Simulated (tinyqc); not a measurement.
Standing waves and exposure in a photoresist film: one step. Intensity and exposure over the lowest period. Two cases, with inputs chosen for the exercise.

Problem. Nine depths from d - period to d. Without bleaching during the exposure the share of unexposed compound is m = exp(-C D I).

Normal incidence from air. Unexposed resist: N1 = n1 + i k1 with k1 = (A + B) lam/(4 pi), lam in micrometres. r01 = (1 - N1)/(1 + N1), t01 = 2/(1 + N1). Substrate Ns = ns + i ks: r12 = (N1 - Ns)/(N1 + Ns). With p = exp(2 pi i N1 d/lam), the field at depth z is E(z) = t01 [exp(2 pi i N1 z/lam) + r12 p^2 exp(-2 pi i N1 z/lam)]/(1 + r01 r12 p^2), the relative intensity I(z) = n1 |E(z)|^2 and the reflectance R = |(r01 + r12 p^2)/(1 + r01 r12 p^2)|^2.

Give: Profile.

Case 1.

Values chosen (a resist on Al, indices near tabulated ones; shifted at random, so the results belong to these values and not to a real crystal): d = 877 nm (resist thickness); lam = 365 nm (vacuum wavelength); C = 0.02 cm^2/mJ (exposure rate (Dill C)); D = 60 mJ/cm^2 (incident dose).

N1 = 1.6840000+0.0212034i
r12 = -0.693875-0.621714i
period = 108.3729 nm

Solution.

Profile:
```
z (nm)      I      m
768.6   0.228  0.761
782.2   0.010  0.988
795.7   0.292  0.705
809.3   0.908  0.336
822.8   1.497  0.166
836.4   1.713  0.128
849.9   1.429  0.180
863.5   0.811  0.378
877.0   0.220  0.768
```

I runs from 0.010 to 1.713 on these points, so m runs from 0.128 to 0.988; the least exposed point listed lies 94.8 nm above the bottom.

Case 2.

Values chosen (a resist on polySi, indices near tabulated ones; shifted at random, so the results belong to these values and not to a real crystal): d = 934 nm (resist thickness); lam = 365 nm (vacuum wavelength); C = 0.021 cm^2/mJ (exposure rate (Dill C)); D = 20 mJ/cm^2 (incident dose).

N1 = 1.6660000+0.0101660i
r12 = -0.563247-0.170536i
period = 109.5438 nm

Solution.

Profile:
```
z (nm)      I      m
824.5   0.202  0.919
838.1   0.272  0.892
851.8   0.843  0.702
865.5   1.577  0.516
879.2   2.044  0.424
892.9   1.968  0.437
906.6   1.393  0.557
920.3   0.653  0.760
934.0   0.181  0.927
```

I runs from 0.181 to 2.044 on these points, so m runs from 0.424 to 0.927; the least exposed point listed lies 0.0 nm above the bottom.

Computed by tinyqc, one run a case: `OMP_NUM_THREADS=1 python tinyqc.py N N+1 out.jsonl` with N = 1682502, 1682621; one thread of a shared Intel(R) Xeon(R) Processor @ 2.30GHz, about 0.01 s a run at most.
